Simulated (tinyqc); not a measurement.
Dopant redistribution at a moving silicon-oxide interface during parabolic oxidation: one step, computed by the program tinyqc. Command: `OMP_NUM_THREADS=1 python tinyqc.py 3000538 3000539 out.jsonl segox walk`. One thread of a shared host (Intel(R) Xeon(R) Processor @ 2.30GHz), about 0.01 s of CPU time with the checks.

Uniformly doped silicon is oxidised with x_ox = sqrt(B t); the interface advances into the silicon by alpha x_ox, alpha = 0.44. The dopant does not move in the oxide, and at the interface C(silicon) = m C(oxide).

Problem. Dose moved. Consumed silicon held alpha x_ox C_B; the oxide holds x_ox times the dopant concentration in the oxide; the difference is the excess in the silicon; 1 um = 1e-4 cm.

Inputs (values chosen for the exercise, modelled on boron in silicon under steam): bulk doping C_B = 2.3e+15 1/cm^3; temperature T = 1175 C.

oxide thickness = 1.488660 um

concentration in the oxide = 1.757340e+15 1/cm^3

Give: dopant in the consumed silicon; dopant in the oxide; excess in the silicon.

Solution.

dopant in the consumed silicon = 1.5065e+11 1/cm^2

dopant in the oxide = 2.6161e+11 1/cm^2

excess in the silicon = -1.1096e+11 1/cm^2

Caution: parabolic growth needs an oxide much thicker than the Deal-Grove length A, which fails for thin films and low temperatures; oxidation-enhanced or retarded diffusion is ignored.
